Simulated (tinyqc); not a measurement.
From results back to parameters: two-band massive Dirac model of the K valleys. Four cases, with inputs chosen for the exercise.

Problem. In the valley model H = [[D/2, a t (kx - i ky)], [a t (kx + i ky), -D/2 + lam sz]], sz = +/-1, a t is hbar v. The gaps of the two spins, A and B, are G = D - lam and D + lam, the band-edge mass of A is c (D - lam)/(a t)^2, c = hbar^2/2m0, and its Berry curvature at the edge is 2 (a t)^2/G^2 in size. The values below come from hidden D, lam and t.

Constants: hbar^2/2m0 = 3.80998211 eV angstrom^2.

Find: D, lam, t; |Omega| at the A edge.

Method. The mean of the gaps is D and half their difference lam; a t = sqrt(c G_A/m). The curvature 2 (a t)^2/G^2 equals 2c/(m G).

Case 1.

Values chosen (out of a larger set: near those used for monolayer WS2; not measured data): a = 3.191 angstrom (lattice constant).

gaps (eV): A 1.4810, B 1.8990

mass of A = 0.252989 m0

Solution.

D, lam, t (eV): 1.690  0.209  1.480

|Omega| at the A edge = 20.337 angstrom^2

Case 2.

Values chosen (out of a larger set: near those used for monolayer WS2; not measured data): a = 3.199 angstrom (lattice constant).

gaps (eV): A 1.5450, B 1.9550

mass of A = 0.325177 m0

Solution.

D, lam, t (eV): 1.750  0.205  1.330

|Omega| at the A edge = 15.167 angstrom^2

Case 3.

Values chosen (out of a larger set: near those used for monolayer MoSe2; not measured data): a = 3.316 angstrom (lattice constant).

gaps (eV): A 1.4820, B 1.6580

mass of A = 0.513502 m0

Solution.

D, lam, t (eV): 1.570  0.088  1.000

|Omega| at the A edge = 10.013 angstrom^2

Case 4.

Values chosen (out of a larger set: near those used for monolayer WSe2; not measured data): a = 3.303 angstrom (lattice constant).

gaps (eV): A 1.2160, B 1.7440

mass of A = 0.259191 m0

Solution.

D, lam, t (eV): 1.480  0.264  1.280

|Omega| at the A edge = 24.177 angstrom^2

Computed by tinyqc, one run a case: `OMP_NUM_THREADS=1 python tinyqc.py N N+1 out.jsonl` with N = 1452071, 1452107, 1452178, 1452444; one thread of a shared Intel(R) Xeon(R) Processor @ 2.30GHz, about 0.01 s a run at most.
